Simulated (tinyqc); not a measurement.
A coarse mesh hides or distorts the instability: Peierls distortion of a half-filled chain.

Atoms move by +/- u, so bonds change by -/+ 2u and hoppings are t +/- 2 al u. Bands E = -/+ sqrt((2 t cos x)^2 + D^2 sin^2 x) with D = 4 al u, x = k a in (0, pi/2); the gap is 2D. Energy per atom at zero temperature: E(u) = -mean_x sqrt(...) + 2 K u^2; exactly, the mean is (4t/pi) E(1 - z^2), z = D/2t, E the complete elliptic integral of the second kind with parameter m. Coupling lambda = 2 al^2/(pi t K).

Inputs chosen for the exercise:

| symbol | value | unit | meaning |
|---|---|---|---|
| t | 2.21 | eV | hopping of the even chain |
| al | 5 | eV/angstrom | change of hopping with bond length |
| K | 26.3 | eV/angstrom^2 | spring constant of a bond |

u0 from the gap equation K = 4 al^2 mean(sin^2 x/|E|) on the mesh x_j = (j + 1/2) pi/(2N); 0 where it has no root.

Results:

| N | u0 (angstrom) | gap (eV) | smallest \|E\| at u = 0 (eV) |
|---|---|---|---|
| 1 | 0.0000 | 0.000 | 3.125 |
| 2 | 0.0224 | 0.896 | 1.691 |
| 3 | 0.0511 | 2.044 | 1.144 |
| 4 | 0.0550 | 2.200 | 0.862 |
| 6 | 0.0563 | 2.250 | 0.577 |
| 8 | 0.0564 | 2.255 | 0.433 |
| 12 | 0.0564 | 2.255 | 0.289 |
| 20 | 0.0564 | 2.255 | 0.174 |
| 40 | 0.0564 | 2.255 | 0.087 |
| 4000 | 0.0564 | 2.255 | 0.001 |

For N = 1 no distortion is found: the mesh leaves its own gap at u = 0, which cuts off the logarithm. u0 is within 1 % of the last row from N = 6 on; the mesh must resolve D = 1.128 eV, and the coherence length xi/a = 2t/D is 3.9.

tinyqc: `OMP_NUM_THREADS=1 python tinyqc.py 1680489 1680490 out.jsonl`; about 0.08 s, one thread, shared Intel(R) Xeon(R) Processor @ 2.30GHz.
